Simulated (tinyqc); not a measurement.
How thick the regions must be: ionisation potential and affinity of a slab from the planar-averaged potential.

A model of the planar-averaged electrostatic energy of an electron in a periodic cell of N1 periods of A (L1 = N1 n1 h) and N2 periods of vacuum (L2 = N2 n2 h), on z_j = j h: V(z) = f VA + (1 - f) VB + F t(z), VA = V1[0] + V1[1] cos(2 pi z/(n1 h)) + V1[2] cos(4 pi z/(n1 h)), VB the same with V2, n2 and z - L1. f = [tanh(z/w) - tanh((z - L1)/w) + tanh((z - L1 - L2)/w)]/2 + 1/2; t(z) = z - L1/2 in A and (L1/L2)(L1 + L2/2 - z) beyond, so that the cell is periodic.

Running mean over n points, periodic: for odd n the plain mean of the n points centred on j; for even n the n + 1 points with half weight at both ends. The macroscopic average applies the mean over n1 points and then over n2 points.

Values chosen for the exercise (gap near that of Si; shifted at random, so the results belong to these values and not to a real crystal):

| symbol | value | unit | meaning |
|---|---|---|---|
| h | 0.25 | angstrom | grid step |
| n1 | 7 |  | grid points per period of A |
| n2 | 6 |  | grid points per period of the vacuum filter |
| V1 | (-10.48, 4.12, 0.09) | eV | mean and two harmonics of the potential in A |
| V2 | (0, 0, 0) | eV | the same in vacuum |
| w | 0.51 | angstrom | width of the interfaces |

N1 = N2 = N, no slope (F = 0); dV is read at j = floor(N n1/2) and N n1 + floor(N n2/2). The exact value is V2[0] - V1[0].

Results:

| N | L1 (angstrom) | dV (eV) | error (meV) |
|---|---|---|---|
| 1 | 1.75 | 4.4029 | -6077.10 |
| 2 | 3.50 | 9.5121 | -967.94 |
| 3 | 5.25 | 10.4239 | -56.13 |
| 4 | 7.00 | 10.4772 | -2.77 |
| 5 | 8.75 | 10.4799 | -0.15 |
| 6 | 10.50 | 10.4800 | -0.01 |

How do the results move, and what explains it?

The error is below 10 meV from N = 4 on. The two windows together span 3.25 angstrom and must fit between the interface tails, which fall as exp(-2 z/w); the errors at N = 2, 3 and 4 are -967.94, -56.13 and -2.77 meV.

Computed by tinyqc, a small Python program: `OMP_NUM_THREADS=1 python tinyqc.py 1850739 1850740 out.jsonl` (the numbers bound the seed that draws the inputs); one thread of a shared host (Intel(R) Xeon(R) Processor @ 2.30GHz), about 0.01 s for the whole set of steps.
